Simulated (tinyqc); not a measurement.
Finnis-Sinclair potential for a bcc metal: fit to cohesion and elasticity, then vacancy, surfaces and structure: one step, computed by the program tinyqc. Command: `OMP_NUM_THREADS=1 python tinyqc.py 3112715 3112716 out.jsonl fsfit walk`. One thread of a shared host (Intel(R) Xeon(R) Processor @ 2.30GHz), about 0.01 s of CPU time with the checks.

E = (1/2) sum V(r) - A sqrt(rho), rho = sum phi(r), phi = (r - d)^2 for r < d, V = (r - c)^2 (c0 + c1 r + c2 r^2) for r < c. In bcc the 8 first neighbours lie at sqrt(3) a/2 and the 6 second at a; both cut-offs lie below the third shell; Omega = a^3/2; E is per atom and z the number of atoms in a shell. The four constants A, c0, c1, c2 are fitted to E_c, zero pressure, B and C12 - C44 alone, so C44 and C11 - C12 are not matched singly; defects are unrelaxed.

Question. Three linear equations for c0, c1, c2. With v_k = (r - c)^2 r^k the rows are (1/2) sum z v_k, (1/2) sum z r v_k' and (1/2) sum z r^2 v_k''. With rho1 = sum z r phi' and rho2 = sum z r^2 phi'' the right-hand sides are: -E_c + A sqrt(rho) (cohesion); A rho1/(2 sqrt(rho)) (zero pressure); 9 B Omega + A [rho2/(2 sqrt(rho)) - rho1^2/(4 rho^(3/2))] with B = (C11 + 2 C12)/3.

Inputs (values chosen for the exercise, modelled on vanadium):
```
quantity,value,unit
lattice constant a,3.04,angstrom
cohesive energy E_c,5.25,eV
target C11,222,GPa
target C12,117,GPa
pair cut-off c/a,1.25,-
```

rho = 10.97166 angstrom^2

A = 1.938414 eV/angstrom

rho1 = -66.61976 angstrom^2

rho2 = 221.7984 angstrom^2

Constants: 1 eV/angstrom^3 = 160.2176634 GPa.

Give: matrix; right-hand side.

Answer.

matrix:
```
,c0,c1,c2
cohesion,7.2,19.6,53.8
pressure,-38.4,-87.3,-190.9
bulk modulus,110.9,100.8,-189.7
```

right-hand side (eV): [1.2, -19.5, 125.7]
